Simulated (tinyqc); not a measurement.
What each parameter does: interface roughness in a thin film (subband fluctuation and scattering).

Square well of width t, barriers V0, c = hbar^2/2m0: E1 solves k t + 2 atan[(k/mz)/(kappa/mb)] = pi, k = sqrt(mz E/c), kappa = sqrt(mb (V0 - E)/c). One interface is rough, so the subband edge fluctuates by G dt with G = |dE1/dt| (central difference of 0.01 angstrom; 2 E1/t for hard walls).

Gaussian roughness spectrum S(q) = pi D^2 Lc^2 exp(-q^2 Lc^2/4). Degenerate gas, taken to fill one subband (the second starts to fill once c kF^2/md exceeds E2 - E1, which is not tested here): kF = sqrt(2 pi Ns/gv), q = 2 kF sin(theta/2), 1/tau = (md/(2 pi c hbar)) G^2 times the integral from 0 to pi of S(q)(1 - cos theta)/eps(q)^2 dtheta, eps(q) = 1 + qs/q with screening (qs = gv md q0/(c eps), q0 = e^2/(4 pi eps0), form factors left out, which overstates the screening; other scattering is left out too, so these values lie far above measured mobilities in all but the thinnest films) or 1 without; mobility = tau c2/md with c2 = e/m0 = 1.75882e15 cm^2/(V s^2); 1e12/cm^2 = 1e-4/angstrom^2.

Constants: hbar^2/2m0 = 3.80998211 eV angstrom^2; hbar = 6.58211957e-16 eV s; e^2/(4 pi eps0) = 14.39964547 eV angstrom.

Values chosen for the exercise (near those of a thin Si channel on (100), two-fold valleys; shifted at random, so the results belong to these values and not to a real crystal): t = 22 angstrom (film thickness); mz = 0.943 m0 (confinement mass); V0 = 3.01 eV (barrier); mb = 0.46 m0 (barrier mass); md = 0.188 m0 (mass in the plane); gv = 2 (valleys); D = 1.2 angstrom (rms height of the roughness); Lc = 52 angstrom (correlation length); Ns = 3.5 x 1e12/cm^2 (sheet density); eps = 7.8 (mean dielectric constant at the channel).

G, G D, and the screened mobility.

Results for these values:

| case | G (meV/angstrom) | G D (meV) | mobility (cm^2/(V s)) |
|---|---|---|---|
| base | 6.036 | 7.24 | 9.150e+04 |

What happens to each result for V0 = 2.11 eV, all else kept?

Answer: G falls from 6.036 to 5.791; G D falls from 7.24 to 6.95; mobility rises from 9.150e+04 to 9.942e+04.

The same for each parameter in turn:

| case | G (meV/angstrom) | G D (meV) | mobility (cm^2/(V s)) |
|---|---|---|---|
| base | 6.036 | 7.24 | 9.150e+04 |
| t = 18 angstrom | 10.511 | 12.61 | 3.018e+04 |
| D = 1.56 angstrom | 6.036 | 9.42 | 5.414e+04 |
| Lc = 60 angstrom | 6.036 | 7.24 | 1.269e+05 |
| Ns = 5.6 x 1e12/cm^2 | 6.036 | 7.24 | 1.825e+05 |
| mz = 1.084 m0 | 5.397 | 6.48 | 1.145e+05 |
| md = 0.216 m0 | 6.036 | 7.24 | 8.632e+04 |
| V0 = 2.11 eV | 5.791 | 6.95 | 9.942e+04 |
| eps = 9.4 | 6.036 | 7.24 | 6.884e+04 |

In the base case G D is 0.33 times EF - E1 = 22.3 meV.

Computed by tinyqc, a small Python program: `OMP_NUM_THREADS=1 python tinyqc.py 1252298 1252299 out.jsonl` (the numbers bound the seed that draws the inputs); one thread of a shared host (Intel(R) Xeon(R) Processor @ 2.30GHz), about 0.01 s for the whole set of steps.
